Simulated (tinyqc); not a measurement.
## Strained alloy layer of InAs and AlAs on (001) InP, model-solid band line-up: gaps, strain and offsets against composition

The layer is x parts of the first compound and 1 - x of the second, grown coherently on the third as substrate and barrier. Rows of the table: lattice constant a, average valence level Ea on an absolute scale, spin-orbit splitting so, gaps at Gamma, X and L, hydrostatic deformation potentials av and ac (Gamma), shear potential b, elastic constants, electron and heavy-hole (along z) masses. All are interpolated linearly in x; gaps get -C x (1 - x), taken wholly in the conduction band; real line-ups can differ from this model by 0.1 eV or more.

In-plane strain e = (a_substrate - a)/a, e_z = -2 (c12/c11) e, volume change 2 e + e_z. With v = 2 e + e_z and d = 2 b (e_z - e): Eav = Ea + av v; E_hh = Eav + so/3 - d/2; E_lh = Eav - so/6 + d/4 + sqrt(so^2 + so d + 9 d^2/4)/2; E_c = Ea + so/3 + EG + ac v (Gamma). Substrate: E_v = Ea + so/3, E_c = E_v + EG. Well depths: dEc = E_c(substrate) - E_c, dEhh = E_hh - E_v(substrate), dElh likewise; strained Gamma gap E_c - max(E_hh, E_lh); positive values confine carriers in the layer. Matthews-Blakeslee for 60-degree dislocations in a single layer: hc = k (ln(hc/bv) + 1), k = bv (1 - nu/4)/(4 pi |e| (1 + nu)), nu = c12/(c11 + c12), bv = a/sqrt(2); the larger root. The valence offset is the larger of dEhh and dElh; a dash marks |e| under 0.02 % or no root.

Values chosen for this exercise:
- CG = 0.7 eV (bowing of the Gamma gap)
- CX = 0 eV (bowing of the X gap)
- CL = 0 eV (bowing of the L gap)

Binary compounds, values chosen for the exercise:
```
              close to InAs  close to AlAs  close to InP
a (angstrom)          6.058          5.661         5.869
Ea (eV)               -6.67          -7.49         -7.04
so (eV)               0.378           0.28          0.11
EG (eV)               0.359           3.03          1.35
EX (eV)                1.38           2.19          2.17
EL (eV)                1.08           2.36          1.91
av (eV)               0.992           2.46          1.28
ac (eV)               -5.08          -5.63         -5.06
b (eV)                -1.81          -1.48          -1.7
c11 (GPa)              83.1            127           102
c12 (GPa)              44.8           53.1          56.7
me (m0)              0.0232          0.148        0.0804
mh (m0)               0.331          0.472          0.53
```

Gaps, strain and offsets against composition:
columns A: x; B: e (%); C: relaxed Gamma gap (eV); D: lower of X and L gaps (eV); E: strained Gamma gap (eV); F: E_hh - E_lh (meV); G: dEc (eV); H: valence offset (eV); I: hc (nm)
```
A             B        C       D        E        F           G           H     I
0.3      1.5380   2.0817  1.9470   1.8965  -103.24    -0.50080   -0.045670  5.32
0.36     1.1213   1.9072  1.8984   1.7758  -74.701    -0.40387   -0.021963  8.18
0.41    0.77664   1.7656  1.8352   1.6769  -51.280    -0.32615  -7.4143e-4  13.2
0.47    0.36613   1.6003  1.7584   1.5598  -23.835    -0.23654    0.026696  34.0
0.53  -0.041046   1.4400  1.6816   1.4417   2.6237    -0.15090    0.059165   448
0.58   -0.37785   1.3103  1.6176   1.3254   23.711   -0.082562     0.10716  32.7
0.64   -0.77903   1.1593  1.5408   1.1881   47.631  -0.0041539     0.16604  13.2
0.69    -1.1109   1.0373  1.4768   1.0756   66.266    0.058203     0.21616  8.26
0.75    -1.5062  0.89550  1.4000  0.94295   86.951     0.12948     0.27758  5.45
```

The relaxed Gamma gap falls from 2.08 to 0.895 eV and the strained one falls from 1.90 to 0.943 eV. The lattice matches the substrate at x = 0.524; the heavy hole is on top where the layer is compressed (e < 0) and the light hole where it is stretched. The relaxed alloy turns direct at x = 0.365. dEc rises from -0.501 to 0.129 eV and the valence offset rises from -0.0457 to 0.278 eV. At the largest strain listed, 1.54 %, strain changes the gap by -185 meV. For x = 0.3, 0.36 the lowest conduction valley of the relaxed alloy is X or L, so the gap and dEc listed hold for Gamma only.

Numbers from tinyqc (`OMP_NUM_THREADS=1 python tinyqc.py 2690134 2690135 out.jsonl`; about 0.01 s on one thread of a shared Intel Xeon 2.30GHz).
